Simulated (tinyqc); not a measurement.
Lifetime from the low-frequency admittance.

Inverse problem. At low frequency a p+-n diode with a base of width wb has C_diff/G = (tau/2)(1 - 2 x/sinh 2x), x = wb/sqrt(Dp tau). Find tau, x and the limit of C_diff/G for infinite lifetime, wb^2/(3 Dp).

Values chosen for this exercise: hole diffusion coefficient Dp = 2.5 cm^2/s; width of the neutral base wb = 1.1 um.

G = 2.6959147 S/cm^2
C_diff = 0.0041606473 uF/cm^2

Answer. The ratio rises steadily with tau from tau/2 (long base) towards wb^2/(3 Dp) (short base), so one lifetime matches as long as the ratio is below that limit.

tau = 5.000e-8 s
x = 0.3111
limit of C_diff/G = 1.613e-9 s

Computed by the program tinyqc: `OMP_NUM_THREADS=1 python tinyqc.py 2890192 2890193 out.jsonl`, one thread of a shared Intel Xeon 2.30GHz, about 0.01 s for the whole run.
